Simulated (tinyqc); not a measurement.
From results to parameters: Luttinger model of the valence bands. Computed by the program tinyqc.

Problem. In the four-band Luttinger model 1/m = g1 -/+ 2 g2 along [100] and g1 -/+ 2 g3 along [111]. Find g1, g2, g3 and the light hole mass along [111].

heavy and light hole masses along [100] (electron masses): 0.228311  0.043821
heavy hole mass along [111] = 0.163934 electron masses

Solution. The mean of the two inverse masses along [100] is g1 and a quarter of their difference is g2; g3 = (g1 - 1/m_hh[111])/2.

g1, g2, g3: 13.6000  4.6100  3.7500
light hole mass along [111] = 0.0474 electron masses
